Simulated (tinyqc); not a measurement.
AlGaN/GaN HEMT with access regions, lumped model: one step of the calculation.

A polarisation-induced electron sheet under a Schottky gate, in series with two ungated access regions and contacts. Drift law v = mu E/(1 + mu E/vs) under the gate. Currents in mA/mm, resistances in ohm mm. No self-heating, no channel-length modulation; fits for polarisation, barrier and offset are chosen for the exercise.

Task. On-resistance and breakdown. sigma = (5e13 x + 1.6e13 x^2) cm^-2, phiB = 0.84 + 1.3 x, dEc = 0.7 (1.71 x + x^2) in volts, Cb = eps0 eps_r/d, VT = phiB - dEc - q sigma/Cb, access density n0 = -Cb VT/q. Ron = 2 Rc + Ls/(q mu n0) + Ld/(q mu (1 - ft) n0) + Lg/(mu Cb (Vg - VT)). Off state: a depleted stretch that holds the voltage V has the peak field sqrt(k V), k = 2 q n0/(eps0 eps_r te), so one edge holds V1 = Ec^2/k. The sheet under the plate pinches off at Vf = q n0 (1/Cb + tf/(eps0 ei)); beyond it the gate edge is screened. BV = V1 if Vf >= V1, else Vf + V1, and at most Ec Ld. Specific resistance Ron (Ls + Lg + Ld); figure of merit BV^2 over it.

Parameters, values chosen for the exercise; values close to those of AlGaN/GaN structures:
```
symbol,value,unit,meaning
x,0.32,,aluminium share of the barrier
d,12,nm,barrier thickness
eps_r,9,,relative permittivity of barrier and channel
mu,1800,cm^2/(V s),channel mobility
vs,1.2e7,cm/s,saturation velocity
Lg,0.25,um,gate length
Ls,0.5,um,source access length
Ld,1.5,um,drain access length
Rc,0.25,ohm mm,resistance of each contact
ft,0.37,,share of the drain-access electrons removed by traps
Vg,-0.5,V,gate voltage
Ec,3.4,MV/cm,critical field
te,0.49,um,depth over which the depleted charge spreads
tf,50,nm,insulator under the field plate
ei,7,,relative permittivity of that insulator
```

Constants: q = 1.602176634e-19 C, eps0 = 8.8541878128e-14 F/cm where lengths are in cm. Results are converted to the units shown.

Find: Ron; Vf; V1; BV; specific resistance; figure of merit.

Result.

Ron = 1.2685 ohm mm
Vf = 21.960 V
V1 = 98.388 V
BV = 120.35 V
specific resistance = 0.028542 mohm cm^2
figure of merit = 507.45 MW/cm^2

The plate raises BV by a factor of 1.22.

Numbers from tinyqc (`OMP_NUM_THREADS=1 python tinyqc.py 2570021 2570022 out.jsonl`; about 0.02 s on one thread of a shared Intel Xeon 2.30GHz).
